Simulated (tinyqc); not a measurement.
Plane-wave Kohn-Sham cycle with exchange-only LDA in a layered model solid, step by step. One step of it, computed by the program tinyqc.

Task: Iteration 1: Hamiltonian at one k. H(m,m') = (k + G_m)^2/2 delta + V(G_m - G_m'), with V(-G) = V(G).

A solid whose potential varies along x alone (atomic units):
```
parameter                      value
period a                   14.700000
cross-section of the cell  30.000000
electrons per cell                 2
grid points                       16
plane waves -n..n, n               3
k points                           2
V1 in V1 cos(2 pi x/a)     -0.440000
```

V(G_m), m = 0, 1, 2, ... (hartree): [-0.163000, -0.220000, 0.000000, 0.000000, 0.000000, 0.000000, 0.000000]

k = 0.250000 2 pi / a

Give: H.

Result:

H (hartree), order -3, -2, -1, +0, +1, +2, +3:
```
[[0.5278, -0.2200, 0.0000, 0.0000, 0.0000, 0.0000, 0.0000],
 [-0.2200, 0.1168, -0.2200, 0.0000, 0.0000, 0.0000, 0.0000],
 [0.0000, -0.2200, -0.1116, -0.2200, 0.0000, 0.0000, 0.0000],
 [0.0000, 0.0000, -0.2200, -0.1573, -0.2200, 0.0000, 0.0000],
 [0.0000, 0.0000, 0.0000, -0.2200, -0.0203, -0.2200, 0.0000],
 [0.0000, 0.0000, 0.0000, 0.0000, -0.2200, 0.2994, -0.2200],
 [0.0000, 0.0000, 0.0000, 0.0000, 0.0000, -0.2200, 0.8019]]
```
